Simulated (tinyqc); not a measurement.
Conductance steps with and without the scatterer: conductance of a narrow metal strip with scatterers (square lattice, Green functions).

A strip of W sites across with hard walls, site energy 0 and hopping -t. Mode n = 1 to W has profile chi_n(j) = sqrt(2/(W + 1)) sin(n j pi/(W + 1)) and energy en = -2t cos(n pi/(W + 1)); E = en - 2t cos(kn a). With z_n = exp(i kn a) (Im k > 0 for closed modes, |z| < 1) each lead gives the self-energy -t z_n in mode n. One column carries the site energies v, here a notch at the edge (a site raised out of reach). In the mode basis V_nm = sum_j chi_n(j) v_j chi_m(j), G = (E - en + 2 t z_n - V)^-1, and t_nm = 2t sqrt(sin(kn a) sin(km a)) G_nm in size for open modes. T = sum |t_nm|^2, conductance (2e^2/h) T.

Inputs chosen for the exercise (out of a larger set: hopping and spacing of the size met in Cu or Al; the lattice is a model; not measured data): t = 1.5 eV (hopping); W = 4 (sites across); v = (50, 0, 0, 0) eV (site energies in the scattering column).

E is varied across the lower half of the band.

Against energy:
```
E/t    E (eV)  open modes       T  reflected
-3.30  -4.950           1  0.8939     0.1061
-2.95  -4.425           1  0.9652     0.0348
-2.65  -3.975           1  0.9956     0.0044
-2.30  -3.450           2  1.2593     0.7407
-1.95  -2.925           2  1.4818     0.5182
-1.65  -2.475           2  1.6936     0.3064
-1.30  -1.950           3  2.0110     0.9890
-0.95  -1.425           3  2.0427     0.9573
-0.65  -0.975           3  2.0942     0.9058
-0.30  -0.450           4  3.0017     0.9983
0.05    0.075           4  3.0024     0.9976
```

How do the results move, and what explains it?

The clean strip goes from 1 to 4 open modes. The reflected flux ranges from 0.004 (E/t = -2.65) to 0.998 (E/t = -0.3). A scatterer on one site acts on one combination of modes only, so it can reflect at most one unit.

tinyqc: `OMP_NUM_THREADS=1 python tinyqc.py 1480009 1480010 out.jsonl`; about 0.01 s, one thread, shared Intel(R) Xeon(R) Processor @ 2.30GHz.
